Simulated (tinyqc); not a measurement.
Electron mobility of a polar semiconductor by Rode's iterative solution of the Boltzmann equation: one step, computed by the program tinyqc. Command: `OMP_NUM_THREADS=1 python tinyqc.py 3021787 3021788 out.jsonl rode walk`. One thread of a shared host (Intel(R) Xeon(R) Processor @ 2.30GHz), about 0.01 s of CPU time with the checks.

The distribution is f(E) + e F l(E) (-df/dE) cos(theta) for a weak field F, theta counted from the force; l(E) is a mean free path. Elastic processes enter by their momentum rate, polar optical phonons by out- and in-scattering terms. One valley only: where upper valleys lie close, measured mobilities are lower. The density n is prescribed, even where a narrow-gap material would have more intrinsic carriers.

Task: Rates on one ladder of the grid. Parabolic band: E = hbar^2 k^2/(2 m), speed v = hbar k/m, states per spin, volume and energy g(E) = m k/(2 pi^2 hbar^2). Masses are multiplied by m_0 and all formulas are in SI units. Phonon occupation N_q = 1/(exp(hbar w/(k_B T)) - 1). Acoustic deformation potential (elastic, equipartition, absorption and emission together): 1/tau = 2 pi k_B T D_A^2 g(E)/(hbar rho v_l^2). Singly charged impurities, momentum relaxation: 1/tau = N_I e^4 m (1 + 2 alpha E) Phi/(8 pi (eps_s eps_0)^2 hbar^3 k^3), with alpha = 0 for a parabolic band. Brooks-Herring: Phi = ln(1 + b) - b/(1 + b), b = 4 k^2 L_s^2. Polar optical, unscreened: W = e^2 w (1/eps_inf - 1/eps_s) m (1 + 2 alpha E') ln|(k + k')/(k - k')| / (4 pi eps_0 hbar^2 k), times N_q for absorption (E' = E + hbar w) and N_q + 1 for emission (E' = E - hbar w > 0), with alpha = 0 for a parabolic band; mean cosine of the angle <cos> = (k^2 + k'^2)/(2 k k') - 1/ln|(k + k')/(k - k')|. Energy grid E_j = (j + 1/2) hbar w/s, j = 0, 1, ..., up to (max(eta, 0) + 18) k_B T, so that E_j +/- hbar w are grid points; l = 0 beyond the grid; integrals are sums times the spacing. With f' = f(E'): out-scattering S_o = sum over absorption and emission of W (1 - f')/(1 - f); nu = sum of elastic rates; the in-scattering weights are c+ = W_abs <cos> (1 - f')/(1 - f) for E' = E + hbar w and c- likewise for emission.

Inputs (values chosen for the exercise, modelled on GaSb):

| quantity | value | unit |
|---|---|---|
| effective mass m | 0.0396 | m_0 |
| static permittivity eps_s | 15.7 | - |
| high-frequency permittivity eps_inf | 14.4 | - |
| density rho | 5610 | kg/m^3 |
| sound velocity v_l | 4170 | m/s |
| acoustic deformation potential D_A | 7.9 | eV |
| optical phonon energy hbar w | 29.3 | meV |
| temperature T | 150 | K |
| grid points per phonon energy s | 6 | - |

Band: parabolic. Elastic processes: acoustic, impurity.

reduced Fermi level eta = 1.926752

ionised impurity density N_I = 1.90e+17 1/cm^3

screening length L_s = 10.57824 nm

Constants: k_B = 8.617333262e-05 eV/K; k_B = 1.380649e-23 J/K; e = 1.602176634e-19 C; hbar = 1.054571817e-34 J s; m_0 = 9.1093837015e-31 kg; eps_0 = 8.8541878128e-12 F/m; hbar = 6.582119569e-16 eV s.

Give: Points j = s/2, s/2 + s, ... (the first seven rungs, or as many as the grid holds), rates in 1e12/s.

Result:

Points j = s/2, s/2 + s, ... (the first seven rungs, or as many as the grid holds), rates in 1e12/s:

| E (meV) | v (m/s) | nu | S_o | c+ | c- |
|---|---|---|---|---|---|
| 17.1 | 3.896e+05 | 4.410 | 0.557 | 0.2322 | 0.000 |
| 46.4 | 6.419e+05 | 1.692 | 0.824 | 0.1376 | 0.240 |
| 75.7 | 8.200e+05 | 1.034 | 1.576 | 0.1237 | 0.763 |
| 105.0 | 9.657e+05 | 0.754 | 1.780 | 0.1216 | 0.979 |
| 134.3 | 1.092e+06 | 0.606 | 1.771 | 0.1200 | 1.034 |
| 163.6 | 1.205e+06 | 0.517 | 1.731 | 0.1182 | 1.049 |
| 192.9 | 1.309e+06 | 0.460 | 1.688 | 0.1163 | 1.050 |

Points one phonon energy apart are coupled only to each other, so the grid falls into s independent ladders. Caution: the gas is degenerate, and screening of the polar coupling, left out here, would raise the mobility.
